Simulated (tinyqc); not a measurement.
Thin film between two gates, subbands and threshold shift from confinement: one step of the calculation.

Undoped body with a flat potential across it, hard walls, transport along x. Three valley pairs (g = 2 each) with the longitudinal mass along x, y or z. Non-parabolicity enters the subband edges through E (1 + al E) = gamma, so E = 2 gamma/(1 + sqrt(1 + 4 al gamma)); motion within a subband is taken as parabolic with the band-edge mass. Energies are counted from the bulk band edge.

Question. Threshold shift. Each subband has N_k = g sqrt(mx my) m0 kB T/(pi hbar^2); without degeneracy n = exp(EF/Vt) sum N_k exp(-E_k/Vt). Classical value Nc times t, Nc = sum over valleys of 2 g (m m0 kB T/(2 pi hbar^2))^1.5 with m = (mx my mz)^(1/3). Threshold shift dVT = Vt ln(classical value/sum N_k exp(-E_k/Vt)). Use the subbands listed.

Values chosen for this exercise; masses close to those of silicon: temperature T = 200 K; longitudinal mass ml = 0.908 m0; transverse mass mt = 0.19 m0; film thickness (along z) t = 2.7 nm.

Constants: q = 1.602176634e-19 C, kB = 1.380649e-23 J/K, hbar = 1.054571817e-34 J s, m0 = 9.1093837015e-31 kg, Vt = kB T/q. Results are converted to the units shown.

E_k, subband z1 to z4 (eV): [0.056807975, 0.22723190, 0.27148232, 0.27148232, 0.51127177, 0.90892759]
N_k, subband z1 to z4 (cm^-2): [2.7357958e12, 2.7357958e12, 5.9806695e12, 5.9806695e12, 2.7357958e12, 2.7357958e12]

Wanted: shares; sum N_k exp(-E_k/Vt); Nc; classical value; dVT.

Answer.

shares, subband z1 to z4 (%): [99.993, 0.005, 0.001, 0.001, 0.000, 0.000]
sum N_k exp(-E_k/Vt) = 1.0130e11 cm^-2
Nc = 1.4838e19 cm^-3
classical value = 4.0063e12 cm^-2
dVT = 63.381 mV

Numbers from tinyqc (`OMP_NUM_THREADS=1 python tinyqc.py 2350030 2350031 out.jsonl`; about 0.07 s on one thread of a shared Intel Xeon 2.30GHz).
